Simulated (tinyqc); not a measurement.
Ionisation potential and affinity of a slab from the planar-averaged potential: sweeps and comparisons. A value that a table varies takes the place of the one given here.

A model of the planar-averaged electrostatic energy of an electron in a periodic cell of N1 periods of A (L1 = N1 n1 h) and N2 periods of vacuum (L2 = N2 n2 h), on z_j = j h: V(z) = f VA + (1 - f) VB + F t(z), VA = V1[0] + V1[1] cos(2 pi z/(n1 h)) + V1[2] cos(4 pi z/(n1 h)), VB the same with V2, n2 and z - L1. f = [tanh(z/w) - tanh((z - L1)/w) + tanh((z - L1 - L2)/w)]/2 + 1/2; t(z) = z - L1/2 in A and (L1/L2)(L1 + L2/2 - z) beyond, so that the cell is periodic.

Running mean over n points, periodic: for odd n the plain mean of the n points centred on j; for even n the n + 1 points with half weight at both ends. The macroscopic average applies the mean over n1 points and then over n2 points.

Parameters, chosen for this exercise (gap near that of GaAs; the results hold for these values, not for the real material): h = 0.3 angstrom (grid step); n1 = 6 (grid points per period of A); n2 = 7 (grid points per period of the vacuum filter); V1 = (-4.38, 1.57, -0.28) eV (mean and two harmonics of the potential in A); V2 = (0, 0, 0) eV (the same in vacuum); w = 0.32 angstrom (width of the interfaces); N1 = 4 (periods of A); N2 = 4 (periods of vacuum); F = 0 eV/angstrom (slope in A from opposite charges on the two interfaces).

## How thick the regions must be

N1 = N2 = N, no slope (F = 0); dV is read at j = floor(N n1/2) and N n1 + floor(N n2/2). The exact value is V2[0] - V1[0].

Results:

| N | L1 (angstrom) | dV (eV) | error (meV) |
|---|---|---|---|
| 1 | 1.80 | 2.2005 | -2179.46 |
| 2 | 3.60 | 4.2720 | -108.00 |
| 3 | 5.40 | 4.3792 | -0.83 |
| 4 | 7.20 | 4.3800 | 0.00 |
| 5 | 9.00 | 4.3800 | 0.00 |
| 6 | 10.80 | 4.3800 | 0.00 |

The error is below 10 meV from N = 3 on. The two windows together span 3.90 angstrom and must fit between the interface tails, which fall as exp(-2 z/w); the errors at N = 2, 3 and 4 are -108.00, -0.83 and 0.00 meV.

## The choice of windows

dV read at j = 12 and 38 after means over the numbers of points listed; ripple is the spread over the five points around each.

Results:

| windows | dV (eV) | ripple in A (meV) | ripple in vacuum (meV) |
|---|---|---|---|
| none | 3.090 | 1935 | 0 |
| 6 only | 4.380 | 0 | 0 |
| 7 only | 4.644 | 396 | 0 |
| 7, 8 | 4.340 | 59 | 0 |
| 6, 7 | 4.380 | 0 | 0 |

Which rows can be used, and how does a wrong window show?

The last row matches both periods and lies 0 meV from the value of a thick cell, V2[0] - V1[0] = 4.380 eV. Against it the raw potential errs by -1.29 eV. Within 20 meV of it lie: 6 only. A window one point too long leaves a ripple of 396 meV in A, against 0 meV in the last row: the ripple is the sign to look for. Rows to use, with under 30 meV of ripple in both regions once the tilt is taken off: 6 only and 6, 7. A row with a large ripple can hit the right value only by chance.

Run: tinyqc, `OMP_NUM_THREADS=1 python tinyqc.py 1850122 1850123 out.jsonl`; Intel(R) Xeon(R) Processor @ 2.30GHz, one thread, shared host; about 0.01 s of CPU time with all checks.
